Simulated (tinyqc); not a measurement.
Pillar capacitor in an array: capacitance, non-linearity, leakage and relaxation: one step of the calculation.

A film between two metal electrodes, each interface adding a series capacitance ci. The small-signal permittivity is ek (1 + aq E^2); the field is found with the linear permittivity. Leakage J = J0 sinh(E/Ef). After a voltage step the film passes a relaxation current kr C V tt^(-nr), tt being the time in seconds. The sidewall is a coaxial capacitor with radii a = dm/2 and b = dm/2 + t, depth AR dm; the end face is left out.

Task. Cell capacitance, fields and time constant. Per length 1/c = ln(b/a)/(2 pi eps0 ek) + (1/a + 1/b)/(2 pi ci); cell capacitance c AR dm; per footprint over pt^2; fields c V/(2 pi eps0 ek r) at r = a and b; resistance of the inner electrode rho AR dm/(pi a^2); time constant R C/3 of the distributed line.

Parameters, values chosen for the exercise; permittivity of the order of that of silicon nitride: relative permittivity of the film ek = 7.91; film thickness t = 14 nm; capacitance of each electrode interface (dead layer and screening) ci = 230 uF/cm^2; bias V = 2 V; diameter of the pillar dm = 140 nm; aspect ratio, depth over diameter AR = 30; pitch of the square array pt = 330 nm; resistivity of the inner electrode rho = 120 uohm cm.

Constants: eps0 = 8.8541878128e-14 F/cm where lengths are in cm. Results are converted to the units shown.

Wanted: a; b; cell capacitance; capacitance per footprint; field at a; field at b; R; R C/3.

Result.

a = 70.000 nm
b = 84.000 nm
cell capacitance = 10.093 fF
capacitance per footprint = 9.2681 uF/cm^2
field at a = 1.5603 MV/cm
field at b = 1.3002 MV/cm
R = 0.32740 kohm
R C/3 = 1.1015 ps

The array gives 18.6 times the planar capacitance per footprint; curvature makes the field at the inner electrode 1.10 times the planar value.

Computed by the program tinyqc: `OMP_NUM_THREADS=1 python tinyqc.py 2102174 2102175 out.jsonl`, one thread of a shared Intel Xeon 2.30GHz, about 0.01 s for the whole run.
